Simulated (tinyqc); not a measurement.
# X-ray photoelectron analysis of a thin oxide on a semiconductor: attenuation lengths, thickness, angle series and band offsets, step by step

A worked calculation. Computed by tinyqc, a small Python program that keeps every step. Command: `OMP_NUM_THREADS=1 python tinyqc.py 3112187 3112188 out.jsonl xps walk`. One thread of a shared host (Intel(R) Xeon(R) Processor @ 2.30GHz), about 0.01 s of CPU time with the checks. Intermediate numbers are printed to about 6 digits and carried at full precision; extremes and crossings named in words are read from the listed rows.

The same element is seen in the oxide and in the substrate, at nearly the same kinetic energy; films are flat and uniform, and the work function is ignored.

Inputs (values chosen for the exercise, modelled on SiO2 on 4H-SiC):
```
quantity,value,unit
photon energy,1486.6,eV
binding energy of the core level,100.5,eV
oxide density,2.13,g/cm^3
oxide formula mass,60.08,g/mol
valence electrons per oxide formula,16,-
oxide gap,9.07,eV
substrate density,3.21,g/cm^3
substrate formula mass,40.1,g/mol
valence electrons per substrate formula,8,-
substrate gap,3.26,eV
oxide thickness d,2.5,nm
emission angle from the normal,45,degrees
attenuation length over inelastic mean free path,0.85,-
carbon overlayer,0.74,nm
counts in the two peaks together,40000,-
valence band offset used to make the data,2.98,eV
"core level less valence band top, substrate",98.91,eV
"core level less valence band top, thick oxide",98.53,eV
field in the oxide,0.76,MV/cm
```

## Inelastic mean free paths

TPP-2M: lambda = E/(E_p^2 [b ln(c E) - C/E + D/E^2]) in angstrom, E_p = 28.8 sqrt(N_v rho/M), b = -0.10 + 0.944/sqrt(E_p^2 + E_g^2) + 0.069 rho^0.1, c = 0.191/sqrt(rho), U = N_v rho/M, C = 1.97 - 0.91 U, D = 53.4 - 20.8 U, with E = photon energy less binding energy in eV. Attenuation length L = factor x lambda.

kinetic energy E = 1386.1 eV

Terms:
```
layer,E_p (eV),b,c,lambda (nm)
oxide,21.6909,0.0145712,0.130871,3.94101
substrate,23.0472,0.0180911,0.106606,2.91903
```

L in the oxide = 3.34986 nm

L in the substrate = 2.48118 nm

## Peak ratio

R_0 = (rho_o/M_o) L_o/((rho_s/M_s) L_s); peak ratio R = I_ox/I_sub = R_0 [exp(d/(L_o cos theta)) - 1]; hence d = L_o cos theta ln(1 + R/R_0). A carbon layer weakens both peaks alike, by exp(-d_C/(L_o cos theta)) if its L is taken equal to L_o. This R_0 leaves out intrinsic losses from the substrate peak, so calibrated values can be larger.

R_0 = 0.597940

d/(L_o cos theta) = 1.05543

ratio R = 1.12006

oxide share of the counts = 0.528316

attenuation by carbon = 0.731684

depth 3 L_o cos theta = 7.10613 nm

## Error budget of the thickness

With x = d/(L_o cos theta): d ln d/d ln R = (1 - exp(-x))/x = -d ln d/d ln R_0; counting error of R = 1/sqrt(N f (1 - f)), f the oxide share, which times the sensitivity gives that of d; an angle error adds tan(theta) d theta; d is proportional to L_o at fixed R_0. Assumed errors: 5 % in R_0, 1 degree, 5 % in L_o.

sensitivity to R = 0.617718

counting error of d = 0.618711 %

R_0 = 3.08859 %

angle = 1.74533 %

L_o = 5 %

The attenuation length is the largest of these terms.

## Angle series: uniform film or islands?

Islands: half of the surface carries 2 d and half none, R = R_0 (1/2)(1 - t)/(1/2 + t/2) with t = exp(-2 d/(L_o cos theta)); the apparent thickness is read with the uniform formula.

Against the angle:
```
theta (degrees),"R, uniform","R, islands","apparent d, islands (nm)"
0,0.6632,0.378458,1.64270
20,0.7251,0.395107,1.59686
35,0.8891,0.431499,1.49078
45,1.1201,0.468730,1.37102
55,1.5986,0.515433,1.19446
65,2.8981,0.563952,0.94048
75,10.0911,0.594210,0.59826
```

A uniform film gives d = 2.5 nm at every angle. The island film of the same volume reads 1.64 nm at normal emission and 0.598 nm at 75 degrees; its ratio cannot pass R_0, since the bare half always shows the substrate.

## Band offsets by core levels

Valence band offset = (E_core - E_v)(substrate) - (E_core - E_v)(oxide) + (core level separation at the interface, oxide less substrate). The separation is made here from the given offset; a uniform field F that raises the binding energy towards the surface shifts the oxide peak by e F <z>, <z> = d/(1 - exp(-x)) - d/x, x = d/(L_o cos theta), being the mean distance from the interface. Conduction band offset = oxide gap - substrate gap - valence band offset.

separation without field = 2.6 eV

<z> = 1.46590 nm

separation with field = 2.71141 eV

apparent valence band offset = 3.09141 eV

true conduction band offset = 2.83 eV

apparent conduction band offset = 2.71859 eV

The field biases both offsets by 0.11 eV, in opposite directions.

Checks made by the program: thickness recovered (relative difference below 1e-10).
